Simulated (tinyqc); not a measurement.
Capacitance measurement on a leaky thin oxide: effects of series resistance and leakage: two steps of the calculation.

The device is a capacitance C in parallel with a leakage conductance G, in series with Rs and Ls. An impedance meter reports either a parallel pair (Cp, Gp) from Y = 1/Z = Gp + i w Cp or a series pair (Cs, Rm) from Z = Rm + 1/(i w Cs); w = 2 pi f, dissipation D = Gp/(w |Cp|).

Values chosen for this exercise; values of the order met in thin-oxide MOS capacitors:
- eox = 22.1 (relative permittivity of the gate insulator (close to hafnium oxide))
- tox = 10 nm (insulator thickness)
- A = 100 um^2 (gate area)
- zc = 0.46 nm (oxide-equivalent thickness added by the accumulation layer)
- zp = 0 nm (oxide-equivalent thickness added by gate depletion)
- Jg = 5.4 A/cm^2 (gate leakage current density, not matched to the thickness)
- Vs = 0.19 V (voltage for an e-fold rise of the leakage)
- Rs = 560 ohm (series resistance)
- Ls = 250 nH (series inductance)
- f = 50000 Hz (measuring frequency)

Constants: eps0 = 8.8541878128e-14 F/cm where lengths are in cm. Results are converted to the units shown.

Task 1. True capacitance and conductance. EOT = 3.9 tox/eox; CET = EOT + zc + zp; C = 3.9 eps0 A/CET; G = Jg A/Vs.

Wanted: EOT; CET; C; G.

Result 1.

EOT = 1.7647 nm
CET = 2.2247 nm
C = 1.5522 pF
G = 28.421 uS

Task 2. What the meter reports. Z = Rs + i w Ls + 1/(G + i w C).

C = 1.5521752 pF
G = 28.421053 uS

Find: Z; Cp; Gp; Cs; D.

Result 2.

Z = (3.573-0.060i) x 1e4 ohm
Cp = 1.504 pF
Gp = 27.98 uS
Cs = 5275 pF
D = 59.22

Cp is 3.1 % below C and Cs is 3400 times it; G Rs = 0.0159, w C Rs = 2.73e-4 and G/(w C) = 58.3.

tinyqc, about 0.01 s, one thread, Intel Xeon 2.30GHz (shared host): `OMP_NUM_THREADS=1 python tinyqc.py 2022066 2022067 out.jsonl`
